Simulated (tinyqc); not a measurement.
Worked calculation: Raman shift of the zone-centre optical phonon of a diamond-structure crystal under stress. Computed by tinyqc, a small Python program that keeps every step. Command: `OMP_NUM_THREADS=1 python tinyqc.py 3031371 3031372 out.jsonl ramanstress walk`. One thread of a shared host (Intel(R) Xeon(R) Processor @ 2.30GHz), about 0.01 s of CPU time with the checks. Intermediate numbers are printed to about 6 digits and carried at full precision; extremes and crossings named in words are read from the listed rows.

Axes x, y, z are the cube axes. Strain shifts the threefold optical mode and can split it; p, q and r are the phonon deformation potentials.

Inputs (values chosen for the exercise, modelled on silicon):
```
quantity                             value      unit
unstrained frequency omega_0           521      1/cm
p/omega_0^2                          -1.86         -
q/omega_0^2                          -2.22         -
r/omega_0^2                         -0.738         -
C11                                  167.9       GPa
C12                                  64.06       GPa
C44                                  79.48       GPa
stress sigma (tension positive)     -0.083       GPa
polarisation angle phi                  30    degree
temperature coefficient d omega/dT   -0.02  1/(cm K)
local temperature T                    450         K
laser wavelength                       532        nm
```

Stress state: uniaxial. Axis: [110].

Constants: h = 6.62607015e-34 J s; c = 299792458 m/s; k_B = 1.380649e-23 J/K.

## Compliances

S11 = (C11 + C12)/D, S12 = -C12/D, D = (C11 - C12)(C11 + 2 C12), S44 = 1/C44.

S11 = 7.54618 1/TPa

S12 = -2.08402 1/TPa

S44 = 12.5818 1/TPa

## Stress and strain tensors

Uniaxial stress along the unit vector n of the axis: sigma_ij = sigma n_i n_j. eps_xx = S11 sigma_xx + S12 (sigma_yy + sigma_zz), and cyclic; eps_xy = S44 sigma_xy/2 (tensor strain).

stress (GPa):
```
         x        y       z
x  -0.0415  -0.0415  0.0000
y  -0.0415  -0.0415  0.0000
z   0.0000   0.0000  0.0000
```

strain (per mille):
```
           x          y         z
x  -0.226680  -0.261072  0.000000
y  -0.261072  -0.226680  0.000000
z   0.000000   0.000000  0.172973
```

volume strain = -0.280386 per mille

## Secular matrix and shifts

Secular matrix: M_xx = p eps_xx + q (eps_yy + eps_zz), M_xy = 2 r eps_xy; its eigenvalues are omega^2 - omega_0^2, and the shifts are these over 2 omega_0.

M/(2 omega_0) (1/cm):
```
          x         y         z
x  0.140892  0.100382  0.000000
y  0.100382  0.140892  0.000000
z  0.000000  0.000000  0.178372
```

shifts, in rising order (1/cm): 0.040511  0.178372  0.241274

All three modes are split. Compression hardens every mode.

## Mean shift and Grueneisen parameter

gamma = -(p + 2q)/(6 omega_0^2); the mean of the three shifts is -gamma omega_0 x (volume strain).

mode Grueneisen parameter gamma = 1.05

mean shift = 0.153385 1/cm

## The line seen from a (001) surface

Backscattering from a (001) surface: incident polarisation (cos phi, sin phi, 0). With Raman tensors (R_z)_xy = (R_z)_yx = 1 and cyclic, only the z component u_z of a mode counts: I = u_z^2 sin^2(2 phi) for parallel and u_z^2 cos^2(2 phi) for crossed polarisers. An unresolved line sits at the intensity-weighted shift, which is M_zz/(2 omega_0).

total intensity, parallel = 0.75

total intensity, crossed = 0.25

shift of the observed line = 0.178372 1/cm

shift per stress = -2.14906 1/(cm GPa)

stress per shift = -465.320 MPa cm

The z-polarised mode is an eigenmode here, so one line is seen.

## The same stress in different states

Uniaxial: sigma n n^T; biaxial: sigma (1 - n n^T); hydrostatic: sigma 1. The line seen from (001) is taken as unresolved, at the intensity-weighted shift M_zz/(2 omega_0).

Shifts (1/cm):
```
state                    lowest    middle   highest  line seen from (001)
uniaxial [100]         0.103413  0.178372  0.178372              0.178372
uniaxial [110]         0.040511  0.178372  0.241274              0.178372
uniaxial [001]         0.103413  0.178372  0.178372              0.103413
uniaxial [111]         0.086464  0.086464  0.287228              0.153385
biaxial, normal [001]  0.281785  0.281785  0.356743              0.356743
biaxial, normal [111]  0.172929  0.373692  0.373692              0.306771
hydrostatic            0.460156  0.460156  0.460156              0.460156
```

Seen from (001), uniaxial stress along [100] and along [110] give the same shift (0.178), and equal biaxial stress in the plane gives twice as much (0.357), since only sigma_xx + sigma_yy and sigma_zz enter M_zz. Stress along [001] gives 0.103. One measured shift therefore fixes the stress only once its state is assumed: read as uniaxial in the plane, a shift implies twice the stress that it does read as biaxial.

## Heating mistaken for stress

A temperature above 300 K shifts the line by (d omega/dT)(T - 300 K); divided by the shift per stress it poses as a stress; the total shift adds it to the shift of the observed line. The anti-Stokes to Stokes ratio is [(omega_L + omega_0)/(omega_L - omega_0)]^3 exp(-h c omega_0/(k_B T)) in photon counts, omega_L = 1/wavelength, resonance effects left out.

thermal shift = -3 1/cm

apparent stress from heating = 1.39596 GPa

total shift = -2.82163 1/cm

anti-Stokes/Stokes ratio = 0.223256

Heating poses as tension, 1682 % of the true stress in size; the intensity ratio gives T apart from the shift.

Checks made by the program: mean of the eigenvalues against the trace rule (relative difference below 1e-10); weighted mean of the modes against M_zz (relative difference below 1e-10).
